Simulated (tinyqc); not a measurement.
## Junction parameters from two forward currents

Question. D(v) = J1 (exp(v/Vt) - 1) + J2 (exp(v/(2 Vt)) - 1). Find J1, J2 and the voltage 2 Vt ln(J2/J1) near which both parts are equal.

Parameters, values chosen for the exercise:
```
symbol,value,unit,meaning
T,330,K,temperature
```

Constants: q = 1.602176634e-19 C, kB = 1.380649e-23 J/K, Vt = kB T/q. Results are converted to the units shown.

junction voltages (V): 0.32  0.7
currents (uA/um): 6.8423139e-7  0.048533945

Solution. The current is linear in J1 and J2, so two points give two equations.

J1 = 9.800e-13 uA/um
J2 = 2.200e-9 uA/um
crossover = 0.4389 V

Program tinyqc, `OMP_NUM_THREADS=1 python tinyqc.py 2182121 2182122 out.jsonl`; Intel Xeon 2.30GHz, shared host, one thread, about 0.2 s.
